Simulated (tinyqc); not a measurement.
Two-band tight binding of a puckered layer: one step. Expansion about Gamma. Three cases, with inputs chosen for the exercise.

Question. h = h0 + i chi kx + gx kx^2 + gy ky^2 and d = 4 t4 + ex kx^2 + ey ky^2, with h0 = t2 + 2 t1 + 2 t3 + t5, chi = ax (t1 - t3 + t5), gx = -ax^2 ((t1 + t3)/4 + t5/2), gy = -ay^2 (t1 + t3)/4, ex = -t4 ax^2/2, ey = -t4 ay^2/2. The gap is 2 h0.

With X = kx ax/2 and Y = ky ay/2: h = t2 + 2 cos(Y) (t1 exp(iX) + t3 exp(-iX)) + t5 exp(2iX), d = 4 t4 cos(X) cos(Y), H = [[d, h], [h*, d]], E = d -/+ |h|.

Give: h0; gap; chi; gx, gy, ex, ey.

Case 1.

Values chosen (near a published set for monolayer black phosphorus; shifted at random, so the results belong to these values and not to a real crystal): ax = 4.55 angstrom (period along x (armchair)); ay = 3.28 angstrom (period along y (zigzag)); t1 = -1.23 eV (along the zigzag); t2 = 3.657 eV (across the pucker); t3 = -0.217 eV (second in the sheet); t4 = -0.095 eV (same sublattice); t5 = -0.057 eV (far across).

Answer.

h0 = 0.7060 eV
gap = 1.4120 eV
chi = -4.8685 eV angstrom

gx, gy, ex, ey (eV angstrom^2): 8.0792  3.8919  0.9834  0.5110

Case 2.

Values chosen (near a published set for monolayer black phosphorus; shifted at random, so the results belong to these values and not to a real crystal): ax = 4.61 angstrom (period along x (armchair)); ay = 3.34 angstrom (period along y (zigzag)); t1 = -1.209 eV (along the zigzag); t2 = 3.617 eV (across the pucker); t3 = -0.225 eV (second in the sheet); t4 = -0.108 eV (same sublattice); t5 = -0.052 eV (far across).

Answer.

h0 = 0.6970 eV
gap = 1.3940 eV
chi = -4.7760 eV angstrom

gx, gy, ex, ey (eV angstrom^2): 8.1714  3.9993  1.1476  0.6024

Case 3.

Values chosen (near a published set for monolayer black phosphorus; shifted at random, so the results belong to these values and not to a real crystal): ax = 4.51 angstrom (period along x (armchair)); ay = 3.33 angstrom (period along y (zigzag)); t1 = -1.212 eV (along the zigzag); t2 = 3.683 eV (across the pucker); t3 = -0.191 eV (second in the sheet); t4 = -0.106 eV (same sublattice); t5 = -0.056 eV (far across).

Answer.

h0 = 0.8210 eV
gap = 1.6420 eV
chi = -4.8573 eV angstrom

gx, gy, ex, ey (eV angstrom^2): 7.7038  3.8894  1.0780  0.5877

Computed by tinyqc, one run a case: `OMP_NUM_THREADS=1 python tinyqc.py N N+1 out.jsonl` with N = 1480992, 1481731, 1482062; one thread of a shared Intel(R) Xeon(R) Processor @ 2.30GHz, about 0.01 s a run at most.
